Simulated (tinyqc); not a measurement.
# Biaxially strained (001) channel, valley splitting in an inversion layer: effects of single changes

A thin layer grown on a relaxed buffer is stretched in the plane. The two valleys with their long axis along the growth direction (D2) sink against the four in-plane ones (D4); confinement in a triangular well splits them too. Only the lowest subband of each set is kept; one relaxation time, so the weakening of intervalley scattering is left out.

Inputs (values chosen for the exercise); values close to those of silicon on relaxed silicon-germanium: temperature T = 300 K; germanium share of the relaxed buffer x = 0.3; lattice mismatch per unit x b1 = 0.0418; elastic constant c11 = 168 GPa; elastic constant c12 = 64.3 GPa; shear deformation potential Xu = 8.91 eV; longitudinal mass ml = 0.913 m0; transverse mass mt = 0.192 m0; confining field F = 1.04 MV/cm; inversion density Ns = 8.3e12 cm^-2; Burgers vector bv = 0.384 nm.

Constants: q = 1.602176634e-19 C, kB = 1.380649e-23 J/K, hbar = 1.054571817e-34 J s, m0 = 9.1093837015e-31 kg, Vt = kB T/q, hbar^2/(2 m0) = 0.0380998212 eV nm^2. Results are converted to the units shown.

Each table varies one quantity; the others keep the values above.

## Effect of the inversion density

e_par = b1 x, e_perp = -2 (c12/c11) e_par, splitting D = Xu (e_par - e_perp), in-plane stress (c11 + c12 - 2 c12^2/c11) e_par. Levels E(m) = 2.33811 (hbar^2 q^2 F^2/(2 m))^(1/3): E2 = E(ml), E4 = E(mt) + D; N2 = 2 mt kB T/(pi hbar^2), N4 = 4 sqrt(mt ml) kB T/(pi hbar^2). EF solves Ns = N2 ln(1 + exp((EF - E2)/Vt)) + N4 ln(1 + exp((EF - E4)/Vt)); f2 is the share in D2, and 1/mc = f2/mt + (1 - f2)(1/mt + 1/ml)/2. The gain is mc(x = 0)/mc.

The same in every row: D (meV) = 197.3.

Effect of the inversion density:

| Ns (cm^-2) | f2 without strain | f2 | mc (m0) | gain |
|---|---|---|---|---|
| 2e11 | 0.9621 | 1.000 | 0.1920 | 1.015 |
| 3.9e11 | 0.9612 | 1.000 | 0.1920 | 1.016 |
| 7.5e11 | 0.9596 | 1.000 | 0.1920 | 1.016 |
| 1.4e12 | 0.9566 | 1.000 | 0.1920 | 1.017 |
| 2.8e12 | 0.9489 | 1.000 | 0.1920 | 1.021 |
| 5.4e12 | 0.9308 | 1.000 | 0.1920 | 1.028 |
| 1e13 | 0.8848 | 0.9999 | 0.1920 | 1.048 |
| 2e13 | 0.7494 | 0.9995 | 0.1920 | 1.110 |

Read the table: what changes, and by how much?

As Ns goes from 2e11 to 2e13 cm^-2, f2 stays near 1.00 (without strain: it falls from 0.962 to 0.749) and the gain rises from 1.02 to 1.11. At Ns = 2e13 cm^-2 the second D2 subband, left out here, lies within 2 Vt of EF or below it.

## Effect of the germanium share of the relaxed buffer

Same model as above.

Critical thickness (Matthews-Blakeslee, 60-degree dislocations): h = bv (1 - nu/4)[ln(h/bv) + 1]/(4 pi e_par (1 + nu)), nu = c12/(c11 + c12).

The same in every row: f2 without strain = 0.90385.

Effect of the germanium share of the relaxed buffer:

| x | D (meV) | f2 | mc (m0) | gain | critical thickness (nm) |
|---|---|---|---|---|---|
| 0.03 | 19.726 | 0.94951 | 0.19591 | 1.0187 | 119.78 |
| 0.09 | 59.178 | 0.98789 | 0.19292 | 1.0345 | 32.137 |
| 0.15 | 98.630 | 0.99730 | 0.19220 | 1.0384 | 17.025 |
| 0.21 | 138.08 | 0.99941 | 0.19204 | 1.0392 | 11.068 |
| 0.27 | 177.53 | 0.99987 | 0.19201 | 1.0394 | 7.9569 |
| 0.33 | 216.99 | 0.99997 | 0.19200 | 1.0395 | 6.0742 |
| 0.39 | 256.44 | 0.99999 | 0.19200 | 1.0395 | 4.8251 |
| 0.45 | 295.89 | 1.0000 | 0.19200 | 1.0395 | 3.9425 |

As x goes from 0.03 to 0.45, f2 rises from 0.950 to 1.00 (without strain: it stays at 0.904) and the gain rises from 1.02 to 1.04. The gain cannot pass 1.039, reached when D4 is empty, while the critical thickness falls from 120 to 3.94 nm.

Computed by the program tinyqc: `OMP_NUM_THREADS=1 python tinyqc.py 2530156 2530157 out.jsonl`, one thread of a shared Intel Xeon 2.30GHz, about 0.05 s for the whole run.
